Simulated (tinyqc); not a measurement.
Inside a calculation. Model: metal-interlayer-semiconductor contact, depinning against tunnelling resistance.

Numbers from tinyqc (`OMP_NUM_THREADS=1 python tinyqc.py 2270008 2270009 out.jsonl`; about 0.03 s on one thread of a shared Intel Xeon 2.30GHz). Printed values are rounded.

Zero bias, n-type semiconductor. Gap states at the semiconductor surface thin out as exp(-be ti), which unpins the barrier; electrons must then cross the interlayer (a rectangular barrier, no voltage drop across it) and the parabolic depleted layer, both by WKB. Energies E are counted from the Fermi level; no image force, parabolic bands.

Parameters, values chosen for the exercise; semiconductor values close to those of germanium; interlayer mass of the order of that in titanium dioxide, offset chosen freely:

| symbol | value | unit | meaning |
|---|---|---|---|
| T | 300 | K | temperature |
| Eg | 0.639 | eV | band gap |
| eps_r | 15.7 |  | relative permittivity |
| chi | 4.1 | eV | electron affinity |
| Nc | 1.04e19 | cm^-3 | conduction-band density of states at T |
| mt | 0.121 | m0 | tunnelling mass in the semiconductor |
| mA | 1.08 | m0 | Richardson mass |
| Nd | 5.2e19 | cm^-3 | donor density |
| E0 | 0.088 | eV | charge-neutrality level above the valence band |
| S0 | 0.05 |  | pinning factor without interlayer |
| phiM | 4.22 | eV | metal work function |
| ti | 1.7 | nm | interlayer thickness |
| dE | 0.15 | eV | conduction-band offset of the interlayer above the semiconductor |
| mi | 0.31 | m0 | tunnelling mass in the interlayer |
| be | 3.9 | 1/nm | decay constant of gap states through the interlayer |

Constants: q = 1.602176634e-19 C, kB = 1.380649e-23 J/K, eps0 = 8.8541878128e-12 F/m, hbar = 1.054571817e-34 J s, h = 6.62607015e-34 J s, m0 = 9.1093837015e-31 kg, Vt = kB T/q, hbar^2/(2 m0) = 0.0380998212 eV nm^2. Results are converted to the units shown.

Range of the model: The depletion charge would drop about 0.11 V across such an interlayer (eps_r near 40) at ti = 1.7 nm and Nd = 5.2e19 cm^-3, against a band bending of 0.22 V; this model leaves that drop out.

## Pinning, barrier and scales

S = 1/(1 + (1/S0 - 1) exp(-be ti)); phiB = S (phiM - chi) + (1 - S)(Eg - E0); xi = Ec - EF deep inside, from Nd = Nc F(-xi/Vt), F(x) = (2/sqrt(pi)) int_0^infinity sqrt(u) du/(1 + exp(u - x)); band bending U = phiB - xi; E00 = (hbar/2) sqrt(Nd/(eps0 eps_r mt m0)) in volts; A = 4 pi q mA m0 kB^2/h^3.

S = 0.975531
phiB = 0.130546 eV
xi = -0.0845240 eV
U = 0.215070 eV
E00 = 0.0971374 eV
A = 129.787 A/(cm^2 K^2)

The interlayer moves the barrier from 0.529 eV to 0.131 eV; the unpinned limit is phiM - chi = 0.120 eV. E00/Vt = 3.76: by the usual rule of thumb (0.5 to 5) thermionic-field emission.

## Exponents and integrand on an energy grid

| point | E (eV) |
|---|---|
| 0 | -0.08 |
| 1 | -0.05769 |
| 2 | -0.03538 |
| 3 | -0.01308 |
| 4 | 0.00923 |
| 5 | 0.03154 |
| 6 | 0.05385 |
| 7 | 0.07615 |
| 8 | 0.09846 |
| 9 | 0.12077 |
| 10 | 0.14308 |
| 11 | 0.16538 |
| 12 | 0.18769 |
| 13 | 0.21 |

With U = phiB - xi: for xi < E < phiB, y = (E - xi)/U and G1 = (U/E00) [sqrt(1 - y) - y ln((1 + sqrt(1 - y))/sqrt(y))], G1 = 0 above phiB; G2 = 2 ti sqrt(mi max(phiB + dE - E, 0)/C), C = hbar^2/(2 m0); f = 1/(1 + exp(E/Vt)); integrand exp(-G1 - G2) f.

| point | G1 | G2 | f | integrand (1e-3) |
|---|---|---|---|---|
| 0 | 2.06871 | 5.82343 | 0.956667 | 0.35748 |
| 1 | 1.60145 | 5.64038 | 0.903047 | 0.64658 |
| 2 | 1.25238 | 5.45119 | 0.797147 | 0.97772 |
| 3 | 0.96476 | 5.25528 | 0.623858 | 1.24096 |
| 4 | 0.72150 | 5.05168 | 0.411678 | 1.28025 |
| 5 | 0.51492 | 4.83953 | 0.227933 | 1.07745 |
| 6 | 0.34107 | 4.61764 | 0.110759 | 0.77775 |
| 7 | 0.19845 | 4.38465 | 0.0499442 | 0.51059 |
| 8 | 0.08777 | 4.13844 | 0.0216979 | 0.31695 |
| 9 | 0.01444 | 3.87663 | 0.00927061 | 0.18934 |
| 10 | 0.00000 | 3.59581 | 0.00393234 | 0.10790 |
| 11 | 0.00000 | 3.29125 | 0.00166347 | 0.06189 |
| 12 | 0.00000 | 2.95532 | 7.02492e-4 | 0.03657 |
| 13 | 0.00000 | 2.57594 | 2.96501e-4 | 0.02256 |

## Contact resistivity

1/rho_c = (A T^2/Vt^2) I, with I the trapezoid sum of the integrand over the grid.

I = 1.65387e-4 eV
rho_c = 3.4595e-7 ohm cm^2

A fine grid from xi upwards gives rho_c = 3.388e-7 ohm cm^2; the coarse value is 2.1 % above it. The integrand peaks at E = 0.0013 eV, and 3.9 % of the current flows above phiB. Tunnelling through the interlayer costs a factor of 162 at this barrier height; the bare contact (ti = 0) has rho_c = 7.72e-8 ohm cm^2, so with the interlayer rho_c is 4.39 times that.
